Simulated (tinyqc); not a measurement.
Comparisons within one model: polar nitride quantum well with polarisation fields. A value that a table varies takes the place of the one given here.

Growth along [0001]. e_par = (a_sub - a)/a, Ppz = 2 e_par (e31 - e33 C13/C33), P = Psp + Ppz in each layer; strain relaxation and the strain shift of the gaps are left out, although thick layers with more than about 1 % mismatch would relax.

In a periodic stack without free charge the potential drop over a period vanishes: F_w = (P_b - P_w) Lb/(eps0 (eps_w Lb + eps_b Lw)), F_b = -F_w Lw/Lb, eps0 = 8.8541878e-12 F/m; 1 MV/cm = 1e8 V/m = 0.01 V/angstrom.

Envelope functions on cells of 0.25 angstrom over barrier, well, barrier (widths Lb, Lw, Lb), psi = 0 beyond, psi'/m continuous (mean mass between points), c = hbar^2/2m0. With u(z) the integral of e F (F_w in the well, F_b = -F_w Lw/Lb in the barriers, 1 MV/cm = 0.01 V/angstrom), zero at the centre of the well, the electron sees u plus Vc in the barriers and the hole -u plus Vv. The transition is Eg + E_e + E_h; excitons are left out.

Constants: hbar^2/2m0 = 3.80998211 eV angstrom^2; hc = 1239.841984 eV nm.

Parameters, chosen for this exercise (near those of an InGaN well in GaN; not measured data):
- a_w = 3.257 angstrom (lattice constant a, well)
- a_b = 3.189 angstrom (lattice constant a, barrier)
- a_sub = 3.189 angstrom (in-plane lattice constant of the stack)
- Psp_w = -0.0296 C/m^2 (spontaneous polarisation)
- Psp_b = -0.0343 C/m^2 (spontaneous polarisation)
- e31_w = -0.358 C/m^2
- e31_b = -0.354 C/m^2
- e33_w = 0.693 C/m^2
- e33_b = 0.691 C/m^2
- C_w = 0.285 (C13/C33)
- C_b = 0.26 (C13/C33)
- eps_w = 11.3 (dielectric constant)
- eps_b = 10.3 (dielectric constant)
- Lb = 75 angstrom (barrier width)
- Eg = 2.702 eV (gap of the well)
- Vc = 0.502 eV (conduction offset)
- Vv = 0.236 eV (valence offset)
- me = 0.175 m0 (electron, well)
- meb = 0.2 m0 (electron, barrier)
- mh = 1.42 m0 (hole, everywhere)
- Ls = (12, 18, 24, 30, 36, 45) angstrom (well widths)
- Lw = 19 angstrom (well width)

## Width of the well

Field, levels and overlap anew for each width.

Results:
```
Lw (angstrom)  F_w (MV/cm)  E (eV)  E without field (eV)  overlap^2  ln overlap^2
12                  -2.433  3.0046                3.0586      0.635         -0.45
18                  -2.288  2.8381                2.9426      0.427         -0.85
24                  -2.159  2.7068                2.8736      0.222         -1.50
30                  -2.043  2.5956                2.8300     0.0947         -2.36
36                  -1.940  2.4974                2.8011     0.0340         -3.38
45                  -1.802  2.3675                2.7730    0.00562         -5.18
```

What does this show, and why?

The red shift grows from 54 to 405 meV. The line drops below Eg between 24 and 30 angstrom, which a square well can never do. Over the last two rows dE/dLw = -14.4 meV per angstrom, against -|e F_w| = -18.0 in the last row; the field itself weakens by 26 % over the table, since a wider well shares the drop with the barrier. The overlap falls by a factor 113.

## Screening the field

F_w = -2.2651 MV/cm

Carriers or a semipolar orientation reduce the field; here it is simply scaled in well and barrier.

Results:
```
share of the field  F_w (MV/cm)  E (eV)     nm  overlap^2  separation (angstrom)
1.0                      -2.265  2.8143  440.5       0.39                   10.5
0.8                      -1.812  2.8513  434.8       0.50                    9.0
0.6                      -1.359  2.8827  430.1       0.63                    7.2
0.4                      -0.906  2.9072  426.5       0.77                    5.2
0.2                      -0.453  2.9230  424.2       0.89                    2.7
0.0                       0.000  2.9286  423.4       0.93                    0.0
```

What does this show?

Full screening shifts the line by -17.2 nm (+114 meV). The first fifth of the screening gives 37 meV and the last fifth 6 meV; a purely quadratic shift would give a ratio of 9, a linear one 1, and here it is 6.7.

## What each parameter does

Polarisation, field, levels and overlap anew. Each row changes one parameter from the base and keeps the others.

Results:
```
case                    F_w (MV/cm)  E (eV)  overlap^2  red shift (meV)
base                         -2.265  2.8143       0.39              114
Lw = 15 angstrom             -2.358  2.9155       0.54               77
Lb = 60 angstrom             -2.164  2.8248       0.42              104
a_sub = 3.179 angstrom       -2.270  2.8139       0.39              115
Psp_b = -0.0377 C/m^2        -2.541  2.7895       0.33              139
e33_w = 0.762 C/m^2          -2.332  2.8085       0.37              120
eps_w = 12.4                 -2.099  2.8285       0.43              100
mh = 0.99 m0                 -2.265  2.8304       0.43              110
Vc = 0.427 eV                -2.265  2.7953       0.36              119
```

How do the results move?

The largest shifts from the base row, up to three for each result and ties (the steps differ in size, so this ranks the rows, not the parameters). F_w (MV/cm): Psp_b -0.276, eps_w +0.166, Lb +0.101; unchanged at the printed digits by mh and Vc. E (eV): Lw +0.1012, Psp_b -0.0248, Vc -0.0190. overlap^2: Lw +0.151, Psp_b -0.0558, mh +0.0415; unchanged at the printed digits by a_sub. red shift (meV): Lw -37, Psp_b +25, eps_w -14.

Run: tinyqc, `OMP_NUM_THREADS=1 python tinyqc.py 1250016 1250017 out.jsonl`; Intel(R) Xeon(R) Processor @ 2.30GHz, one thread, shared host; about 0.09 s of CPU time with all checks.
